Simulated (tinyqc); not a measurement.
Inside a calculation. Model: leakage through a gate insulator: direct, Fowler-Nordheim, trap-assisted and Poole-Frenkel currents. Computed by tinyqc, a small Python program that keeps every step. Command: `OMP_NUM_THREADS=1 python tinyqc.py 3019172 3019173 out.jsonl oxideleak walk`. One thread of a shared host (Intel(R) Xeon(R) Processor @ 2.30GHz), about 0.01 s of CPU time with the checks. Intermediate numbers are printed to about 6 digits and carried at full precision; extremes and crossings named in words are read from the listed rows.

Electrons enter from the cathode Fermi level at x = 0; the conduction band of the insulator lies phi_b - e F x above it, F = V/t. WKB exponents use a parabolic band with mass m.

Inputs (values chosen for the exercise, with an insulator like Al2O3):
```
quantity                          value   unit
thickness t                         1.7     nm
barrier phi_b                      2.16     eV
tunnelling mass m                  0.35    m_0
static constant eps_ox             9.01      -
optical constant eps_opt           3.12      -
voltage across the insulator V     0.61      V
trap depth phi_t                    1.7     eV
trap density N_t                3.7e+18  cm^-3
attempt rate nu_0                 4e+12    1/s
activation of capture E_a          0.32     eV
temperature T                       350      K
```

Constants: hbar^2/(2 m_0) = 3.80998212 eV angstrom^2; e = 1.602176634e-19 C; hbar = 1.054571817e-34 J s; k_B = 8.617333262e-05 eV/K; eps_0 = 8.8541878128e-12 F/m.

## Field and tunnelling without traps

For a level a distance phi(x) below the band, the WKB exponent is 2 int kappa dx with kappa = sqrt(m phi/(hbar^2/2m_0)); for a linear barrier from phi_1 down to phi_2 = max(phi_1 - e F d, 0) it is G = (4/3) sqrt(m/(hbar^2/2m_0)) (phi_1^(3/2) - phi_2^(3/2))/(e F). J_tun = e^3 F^2/(16 pi^2 hbar m phi_b) x exp(-G) / [1 - sqrt(phi_2/phi_b)]^2 with the free-electron mass in the cathode (m in m_0), phi_2 = max(phi_b - e V, 0): direct tunnelling for e V < phi_b, Fowler-Nordheim above. Image forces, back-flow and the limit on supply are left out, so J_tun is overstated below about 0.5 V. Equivalent oxide thickness = 3.9 t/eps_ox.

field F = 3.58824 MV/cm

equivalent oxide thickness = 0.735849 nm

WKB exponent G = 14.0195

tunnelling current J_tun = 915.843 A/cm^2

The barrier is a trapezoid: direct tunnelling.

## One trap at several depths

A trap at depth x lies phi_t below the band. Capture: tunnel at the cathode Fermi level from 0 to x (G_in from phi_1 = phi_b), rate nu_0 exp(-G_in - E_c/k_B T) with E_c = E_a + max(phi_b - phi_t - e F x, 0), the last term being the height of the trap above the cathode Fermi level. Emission: tunnel from the trap level to the anode (G_out from phi_1 = phi_t over t - x), rate nu_0 exp(-G_out - E_a/k_B T). Re-emission to the cathode follows from detailed balance, rate_back = rate_in exp(dE/k_B T) with dE = phi_b - phi_t - e F x. Each trap passes R = rate_in rate_out/(rate_in + rate_back + rate_out) electrons per second; filling from the anode is left out. Depths: t times 0.08, 0.2, 0.32, 0.44, 0.56, 0.68, 0.8 and 0.92, rounded to 0.01 nm.

Rates:
```
x (nm)     G_in    G_out  E_c (eV)  rate in (1/s)  rate back (1/s)  rate out (1/s)      R (1/s)
0.14     1.2400  11.2507  0.729765          35.92      2.85592e+07     1.28272e+03  1.61347e-03
0.34     2.9859   9.9360  0.658000          67.69      4.98324e+06     4.77660e+03  6.48204e-02
0.54     4.7013   8.5817  0.586235         131.49      8.96421e+05     1.85042e+04  2.65898e+00
0.75     6.4691   7.1184  0.510882         273.01      1.53028e+05     7.99410e+04  9.35725e+01
0.95     8.1203   5.6865  0.439118         565.52      2.93539e+04     3.34679e+05  5.19112e+02
1.16     9.8193   4.1439  0.363765        1257.78      5.36771e+03     1.56522e+06  1.25248e+03
1.36    11.4037   2.6384  0.320000        1100.81      4.35039e+02     7.05353e+06  1.10057e+03
1.56    12.9544   1.0983  0.320000         233.48      8.54469e+00     3.29063e+07  2.33476e+02
```

The most effective of these traps sits at 1.16 nm, 68 % of the way; where rate back exceeds rate out, re-emission drains the trap, and elsewhere the slower forward step limits R; here capture limits, and the best depth is where the trap level drops to the cathode Fermi level.

## Trap-assisted current

J_TAT = e N_t int_0^t R dx by the midpoint rule on 400 intervals; the most effective depth is the midpoint with the largest R, rounded to 0.01 nm.

trap-assisted current J_TAT = 4.07328e-05 A/cm^2

most effective depth = 1.28 nm

## Poole-Frenkel bound

Poole-Frenkel emission over the lowered barrier of a charged trap: lowering sqrt(e F/(pi eps_opt eps_0)); J_PF = e N_t^(2/3) nu_0 exp(-(phi_t - lowering)/k_B T), one sheet of traps emitting with supply unlimited (an upper bound).

barrier lowering = 0.813896 eV

Poole-Frenkel bound J_PF = 2.66833e-07 A/cm^2

Caution: the film is too thin for the Poole-Frenkel picture (the lowering is a large part of the whole drop, or the traps are further apart than the film is thick), so J_PF is only nominal.

## Total without and with traps

J = J_tun + J_TAT (the Poole-Frenkel bound is not added); the ratio J/J_tun is the excess that stress-made traps add.

total current J = 915.843 A/cm^2

J/J_tun = 1.00000

## Against voltage

The formulas are those given above.

Currents:
```
V (V)  F (MV/cm)  J_tun (A/cm^2)  J_TAT (A/cm^2)  best depth (nm)
0.20      1.1765          474.02     6.65888e-09             0.85
0.41      2.4118          661.03     6.15203e-07             1.03
0.62      3.6471          931.13     4.70903e-05             1.26
0.83      4.8824         1326.28     4.06168e-04             0.94
1.04      6.1176         1912.63     1.00872e-03             0.82
1.25      7.3529         2796.49     1.56604e-03             0.78
1.45      8.5294         4072.89     2.06473e-03             0.76
1.66      9.7647         6141.21     2.62570e-03             0.75
1.87     11.0000         9390.79     3.30775e-03             0.74
```

Tunnelling without traps rules in every row. Over the range J_tun grows by 1.3 decades and J_TAT by 5.7. The highest rows may lie beyond breakdown. Below about 0.5 V the formula for J_tun, which has no back-flow, overstates the current.

## Against thickness at fixed field

The formulas are those given above.

Currents:
```
t (nm)    V (V)  J_tun (A/cm^2)  J_TAT (A/cm^2)
1.2     0.43059     9.37190e+04     2.07631e-05
1.6     0.57412     2.23202e+03     4.09189e-05
2.2     0.78941     1.32853e+01     3.34003e-05
3.0     1.07647     3.00991e-02     8.07566e-06
4.0     1.43529     4.58539e-05     4.24424e-07
5.5     1.97353     3.87172e-08     5.59198e-09
7.5     2.69118     7.79628e-09     1.84402e-10
10.0    3.58824     7.79628e-09     1.71780e-10
```

Between the first rows J_tun falls by 4.06 decades per nm. From t = phi_b/(e F) = 6.02 nm it stops changing, since a triangular barrier does not feel the thickness. J_TAT stays below J_tun at all these thicknesses. Below about 0.5 V the formula for J_tun, which has no back-flow, overstates the current.

Checks made by the program: the WKB exponent by quadrature (relative difference below 1e-10); the integral with twice the points (relative difference 2e-05).
